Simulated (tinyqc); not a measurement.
Worked calculation: phonon-assisted absorption at an indirect gap. Values are carried at full precision from step to step, so a last printed digit may differ when a step is redone from the rounded ones.

alpha(E) = sum_j A_j [N_j (E - Eg + w_j)^2 + (N_j + 1)(E - Eg - w_j)^2], each bracket counted only where its base is positive; N_j = 1/(exp(w_j/kB T) - 1). The first term absorbs a phonon and the second emits one; excitons and direct transitions are left out.

Constants: kB = 8.617333262e-05 eV/K.

Parameters, chosen for this exercise (loosely those of SiC at room temperature; Eg is not tied to T; not measured data):

| symbol | value | unit | meaning |
|---|---|---|---|
| Eg | 3.188 | eV | indirect gap, held fixed unless listed |
| w | (68.8, 46.6) | meV | two zone-edge phonons |
| A | (3600, 560) | 1/(cm eV^2) | their strengths |
| T | 500 | K |  |
| E | 3.67 | eV | photon energy |
| nr | 2.83 |  | refractive index |
| d | 0.69 | micrometre | thickness |
| xj | 0.13 | micrometre | dead layer at the surface |
| W | 1.1 | micrometre | depleted width |
| L | 39 | micrometre | minority diffusion length below it |

## The four branches at one energy

Evaluate the occupations and each term.

N_j: 0.2540  0.5130

terms with phonon absorption (1/cm): 277.4  80.28

terms with phonon emission (1/cm): 770.8  160.6

alpha = 1289 1/cm
wavelength hc/E (hc = 1239.841984 eV nm) = 337.8 nm

Phonon absorption supplies 27.7 % of alpha; the depth 1/alpha is 7.76 micrometre.

## What a slab does with it

Slab of thickness d in air, incoherent passes: R = ((nr - 1)/(nr + 1))^2, x = exp(-alpha d); transmitted Tr = (1 - R)^2 x/(1 - R^2 x^2), reflected Rt = R + (1 - R)^2 R x^2/(1 - R^2 x^2), absorbed Ab = (1 - R)(1 - x)/(1 - R x).

d in cm is 1e-4 times the value in micrometres.

R = 0.2283
x = 0.9149
Tr = 0.5697
Rt = 0.3473
Ab = 0.0830

A single pass would absorb (1 - R)(1 - x) = 0.0657; the back face adds 0.0173.

## Quantum efficiency of a diode

Photodiode (Gaertner form with a dead layer): QE = (1 - R) exp(-alpha xj) [1 - exp(-alpha W)/(1 + alpha L)], R = ((nr - 1)/(nr + 1))^2; responsivity = QE/E in A/W for E in eV.

Evaluate the factors; 1 micrometre = 1e-4 cm.

passes the dead layer = 0.9834
collected share = 0.8560
QE = 0.6496
responsivity = 0.1770 A/W

Without diffusion from below the collected share would be 0.1322.

## Checks

- Tr + Rt + Ab against 1: both 1.000000.

Program tinyqc; command `OMP_NUM_THREADS=1 python tinyqc.py 1651634 1651635 out.jsonl`; about 0.01 s on one thread of a shared Intel(R) Xeon(R) Processor @ 2.30GHz.
